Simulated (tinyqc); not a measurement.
What moves the results: type-II superlattice in the two-band Kane model. A value that a table varies takes the place of the one given here.

Motion along the axis, period d = a + b, c = hbar^2/2m0. Conduction and light-hole bands couple: (E - Ec)(E - Ev) = Ep c k^2 in each layer, with mass m(E) = (E - Ev)/Ep, which may be negative. The conduction envelope psi and psi'/m(E) are continuous; a layer carries them by [[cos kt, (m/k) sin kt], [-(k/m) sin kt, cos kt]] (cosh and sinh for k^2 < 0), and cos(q d) = tr(M_B M_A)/2. C1 is the first miniband above EvB, with its bottom at tr/2 = +1 and its top at -1; the gap is the bottom of C1 less the top heavy-hole level HH1.

Heavy holes are uncoupled: with e = EvB - E, p = sqrt(mhB e/c), w = sqrt(mhA (EvB - EvA - e)/c), the top level HH1 at q = 0 solves (p/mhB) tan(p b/2) = (w/mhA) tanh(w a/2).

Constants: hbar^2/2m0 = 3.80998211 eV angstrom^2; hc = 1239.841984 eV nm.

Inputs chosen for the exercise (near those of an InAs/GaSb superlattice; shifted at random, so the results belong to these values and not to a real crystal):

| symbol | value | unit | meaning |
|---|---|---|---|
| b | 50 | angstrom | layer B |
| EcA | 0 | eV | conduction edge of A |
| EvA | -0.411 | eV | valence edge of A |
| EcB | 0.97 | eV | conduction edge of B |
| EvB | 0.163 | eV | valence edge of B |
| EpA | 14.3 | eV | coupling energy in A |
| EpB | 17.7 | eV | coupling energy in B |
| mhA | 0.33 | m0 | heavy hole in A |
| mhB | 0.27 | m0 | heavy hole in B |
| As | (21, 26, 39, 47, 52, 67, 77) | angstrom | widths of layer A |
| a | 41 | angstrom | layer A |

## Width of layer A

Bottom of C1 (tr/2 = +1, above EvB), HH1, the gap and hc/gap; widths at which C1 no longer starts above EvB are left out.

Results:

| a (angstrom) | C1 (eV) | HH1 (eV) | gap (meV) | cut-off (micrometre) |
|---|---|---|---|---|
| 21 | 0.5064 | 0.1259 | 380.5 | 3.26 |
| 26 | 0.4325 | 0.1257 | 306.8 | 4.04 |
| 39 | 0.3006 | 0.1256 | 175.0 | 7.09 |
| 47 | 0.2470 | 0.1256 | 121.4 | 10.21 |
| 52 | 0.2203 | 0.1256 | 94.7 | 13.09 |

From a = 21 to 52 angstrom C1 falls by 286 meV while HH1 moves by -0.3 meV, so layer A tunes the gap, from 381 to 95 meV. The cut-off shifts by 0.157 micrometre per angstrom at the thin end and 0.575 at the thick end: long wavelengths need tight control of the thickness.

## One band or two

Bottom of C1. One band: (k/mA) tan(k a/2) = (kappa/mB) tanh(kappa b/2) with the edge masses (Ec - Ev)/Ep and barrier EcB - EcA. Second row: mA replaced by m(E). The last column is measured against two bands.

Results:

| model | C1 (eV) | gap (meV) | error (meV) |
|---|---|---|---|
| one band, edge masses | 0.2607 | 135.1 | -25.0 |
| m(E) in A only | 0.2262 | 100.6 | -59.5 |
| two bands | 0.2857 | 160.1 | 0.0 |

mA = 0.0287 m0
mB = 0.0456 m0

With edge masses C1 errs by -25 meV, 16 % of the gap. The heavier m(E) in A changes it by -34 meV; the treatment of B changes it by +60 meV, since C1 lies 123 meV above the valence edge of B, where its mass is 0.0069 instead of 0.0456.

## What each parameter does

Bottom and width of C1, HH1 and the gap. Each row changes one parameter from the base and keeps the others.

Results:

| case | C1 (eV) | width (meV) | HH1 (eV) | gap (meV) |
|---|---|---|---|---|
| base | 0.2857 | 37.1 | 0.1256 | 160.1 |
| a = 38 angstrom | 0.3085 | 38.6 | 0.1256 | 182.8 |
| b = 47 angstrom | 0.2828 | 41.7 | 0.1217 | 161.1 |
| EvB = 0.143 eV | 0.2835 | 34.6 | 0.1059 | 177.6 |
| EcB = 1.02 eV | 0.2898 | 33.8 | 0.1256 | 164.2 |
| EvA = -0.441 eV | 0.2810 | 36.4 | 0.1253 | 155.7 |
| EpA = 15.4 eV | 0.2938 | 38.7 | 0.1256 | 168.2 |
| mhB = 0.31 m0 | 0.2857 | 37.1 | 0.1289 | 156.8 |

The largest shifts from the base row, up to three for each result and ties (the steps differ in size, so this ranks the rows, not the parameters). C1 (eV): a +0.0228, EpA +0.0081, EvA -0.0047; unchanged at the printed digits by mhB. width (meV): b +4.7, EcB -3.3, EvB -2.5; unchanged at the printed digits by mhB. HH1 (eV): EvB -0.0198, b -0.0040, mhB +0.0033; unchanged at the printed digits by a, EcB and EpA. gap (meV): a +22.8, EvB +17.5, EpA +8.1.

(tinyqc, `OMP_NUM_THREADS=1 python tinyqc.py 1251331 1251332 out.jsonl`, Intel(R) Xeon(R) Processor @ 2.30GHz, 1 thread, shared host, about 0.06 s.)
